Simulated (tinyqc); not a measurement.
# Polarisation charge from two barrier thicknesses

Inverse problem. VT = phiB - dEc - q sigma d/(eps0 eps_r). Find sigma, phiB - dEc and the thickness at which VT = 0.

Inputs (values chosen for the exercise): relative permittivity of barrier and channel eps_r = 9.1.

Constants: q = 1.602176634e-19 C, eps0 = 8.8541878128e-14 F/cm where lengths are in cm. Results are converted to the units shown.

VT for d = 12 and 18 nm (V): -3.2608023  -5.2935334

Answer. VT is linear in d.

sigma = 1.704e13 cm^-2
phiB - dEc = 0.8047 V
thickness for VT = 0 = 2.375 nm

Program tinyqc, `OMP_NUM_THREADS=1 python tinyqc.py 2570086 2570087 out.jsonl`; Intel Xeon 2.30GHz, shared host, one thread, about 0.02 s.
